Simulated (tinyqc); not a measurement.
Weaire-Thorpe hybrids on a Bethe lattice: gap and dangling bond of an amorphous tetrahedral solid: one step. Edges. Two cases, with inputs chosen for the exercise.

Problem. Bounds -V2 + V1 and V2 - 3 V1. On the tree the s-like bands are narrower: E = -V1 -/+ sqrt(V2^2 + 4 V1^2 + V1 V2 e) with e from -2 sqrt3 to 2 sqrt3 (for a crystal, -4 to 4), so the conduction edge is -V1 + sqrt(V2^2 + 4 V1^2 - 2 sqrt3 V1 V2).

Four sp3 hybrids an atom at energy 0, coupled by -V1 on the atom and by -V2 along a bond; the bonds form a tree (no rings). For any network the gap runs at least from -V2 + V1 to V2 - 3 V1, and p-like states pile up at -V2 + V1 and V2 + V1. On the tree the gap is wider: it ends at Ec = -V1 + sqrt(V2^2 + 4 V1^2 - 2 sqrt3 V1 V2), which makes it well wider than the gaps of the real glasses. A branch seen from a hybrid has the self-energy S = V2^2 g, where g is the Green function of the hybrid across the bond, whose three partners carry S themselves. With a = z - V1, b = a - S: g = 1/(a + V1 b/(b + 3 V1)), z = E + i eta. A full atom has G = (1/b)(b + 3 V1)/(b + 4 V1) per hybrid; a dangling hybrid with shift dh has G = 1/(1/g - dh).

Give: edges; gaps.

Case 1.

Values chosen (out of a larger set: of the size of tabulated hybrid energies for tetrahedral carbon; not measured data): V1 = 2.01 eV (coupling of two hybrids on one atom); V2 = 10.7 eV (coupling of the two hybrids of a bond).

Solution.

edges (eV): Ev -8.6900, Ec(bound) 4.6700, Ec(tree) 5.4832

gaps (eV): (bound, reached in the crystal) 13.3600, (tree) 14.1732

The gap needs no periodicity, only V2 > 2 V1 (here V2/V1 = 5.323); leaving out rings widens it by 0.813 eV. Two parameters overstate the gap of carbon more than twofold (diamond has 5.5 eV).

Case 2.

Values chosen (out of a larger set: of the size of tabulated hybrid energies for amorphous silicon; not measured data): V1 = 1.75 eV (coupling of two hybrids on one atom); V2 = 4.32 eV (coupling of the two hybrids of a bond).

Solution.

edges (eV): Ev -2.5700, Ec(bound) -0.9300, Ec(tree) 0.4234

gaps (eV): (bound, reached in the crystal) 1.6400, (tree) 2.9934

The gap needs no periodicity, only V2 > 2 V1 (here V2/V1 = 2.469); leaving out rings widens it by 1.353 eV. Two parameters give the trend, not the value.

Computed by tinyqc, one run a case: `OMP_NUM_THREADS=1 python tinyqc.py N N+1 out.jsonl` with N = 1450107, 1450728; one thread of a shared Intel(R) Xeon(R) Processor @ 2.30GHz, about 0.03 s a run at most.
